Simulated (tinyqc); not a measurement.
# Inputs raised by 5 %, one at a time

Model: straight dislocations in isotropic elasticity: fields, energies, partials, Peierls stress and walls. Computed by tinyqc, a small Python program. Command: `OMP_NUM_THREADS=1 python tinyqc.py 3031711 3031712 out.jsonl disloc sens`. One thread of a shared host (Intel(R) Xeon(R) Processor @ 2.30GHz), about 0.01 s of CPU time with the checks.

The line runs along z, the glide plane is y = 0, and beta is the angle between b and the line (0 screw, 90 degrees edge): b_e = b sin(beta) along +x with the extra half plane at y > 0, b_s = b cos(beta). Stress is positive in tension.

Inputs (values chosen for the exercise, modelled on copper):
```
quantity                          value      unit
shear modulus G                    48.1       GPa
Poisson ratio nu                  0.343         -
Burgers vector b                  2.556  angstrom
dislocation density rho         4.2e+10     1/m^2
core radius r0/b                      2         -
unstable fault energy gamma_us      242    mJ/m^2
tilt angle theta                    1.6   degrees
source length l                     180        nm
```

Character: edge.

Constants: 1 eV/angstrom^3 = 160.2176634 GPa.

Method:
- Energy factor K = G [cos^2(beta) + sin^2(beta)/(1 - nu)].
- E = K b^2/(4 pi) ln(R/r0) with R = 1/(2 sqrt(rho)); tension T = E + d^2E/d(beta)^2 = G b^2 [1 + nu - 3 nu sin^2(beta)]/(4 pi (1 - nu)) ln(R/r0). The core energy is taken into r0.
- Misfit energy gamma(u) = (gamma_us/2)(1 - cos(2 pi u/b)), so the largest restoring stress is tau_max = pi gamma_us/b; u(x) = b/2 + (b/pi) arctan(x/zeta), zeta = K b/(4 pi tau_max). Summing the misfit energy over atomic rows a' apart gives, for a wide core, W_P = (K b^2/pi) exp(-2 pi zeta/a') and sigma_P = (K b/a') exp(-2 pi zeta/a'); a' = b/2 for edge and 30-degree lines, b sqrt(3)/2 for screw and 60-degree lines.
- Frank-Read source, averaged over the loop: tau = G b/(2 pi l) [(1 - nu/2)/(1 - nu)] ln(l/r0). Taylor hardening: tau = 0.3 G b sqrt(rho).
- A symmetric tilt wall of edge dislocations has the spacing h = b/(2 sin(theta/2)); Read-Shockley: gamma_b = E0 theta (A - ln theta), E0 = G b/(4 pi (1 - nu)), A = 1 + ln(b/(2 pi r0)), theta in radians.

Runs:
```
input moved                                 from        to  line energy E (eV/nm)  Peierls stress sigma_P (MPa)  Taylor stress (MPa)  boundary energy (mJ/m^2)
base run                                       -         -                 20.123                    2.9926e-06              0.75588                    85.131
shear modulus G (GPa)                       48.1    50.505                 21.129                    9.1784e-07              0.79367                    89.388
Poisson ratio nu                           0.343   0.36015                 20.663                    1.5886e-06              0.75588                    87.413
dislocation density rho (1/m^2)          4.2e+10  4.41e+10                 20.065                    2.9926e-06              0.77454                    85.131
unstable fault energy gamma_us (mJ/m^2)      242     254.1                 20.123                    9.6623e-06              0.75588                    85.131
tilt angle theta (degrees)                   1.6      1.68                 20.123                    2.9926e-06              0.75588                    87.257
source length l (nm)                         180       189                 20.123                    2.9926e-06              0.75588                    85.131
core radius r0/b                               2       2.1                 20.007                    2.9926e-06              0.75588                    83.102
```

Exponents ln(y'/y) / ln(x'/x):
```
input                           line energy E  Peierls stress sigma_P  Taylor stress  boundary energy
shear modulus G                         1.000                 -24.224            1.0            1.000
Poisson ratio nu                        0.542                 -12.980            0.0            0.542
dislocation density rho                -0.059                   0.000            0.5            0.000
unstable fault energy gamma_us          0.000                  24.023            0.0            0.000
tilt angle theta                        0.000                   0.000            0.0            0.506
source length l                         0.000                   0.000            0.0            0.000
core radius r0/b                       -0.118                   0.000            0.0           -0.494
```

Among the inputs moved here: line energy E answers most in size to shear modulus G (exponent +1.000), next to Poisson ratio nu (+0.542); its exponent is below 0.0005 for unstable fault energy gamma_us, tilt angle theta, source length l. Its exponent +1.000 in shear modulus G: linear elasticity. Peierls stress sigma_P answers most in size to shear modulus G (exponent -24.224), and about equally to unstable fault energy gamma_us (+24.023); its exponent is below 0.0005 for dislocation density rho, tilt angle theta, source length l, core radius r0/b. Taylor stress answers most in size to shear modulus G (exponent +1.000), next to dislocation density rho (+0.500); its exponent is below 0.0005 for Poisson ratio nu, unstable fault energy gamma_us, tilt angle theta, source length l, core radius r0/b. Its exponent +0.500 in dislocation density rho: the forest spacing is rho^(-1/2). Boundary energy answers most in size to shear modulus G (exponent +1.000), next to Poisson ratio nu (+0.542); its exponent is below 0.0005 for dislocation density rho, unstable fault energy gamma_us, source length l.

Caution (all rows): so small a Peierls stress means only that the model finds negligible lattice resistance; its value is not a prediction.
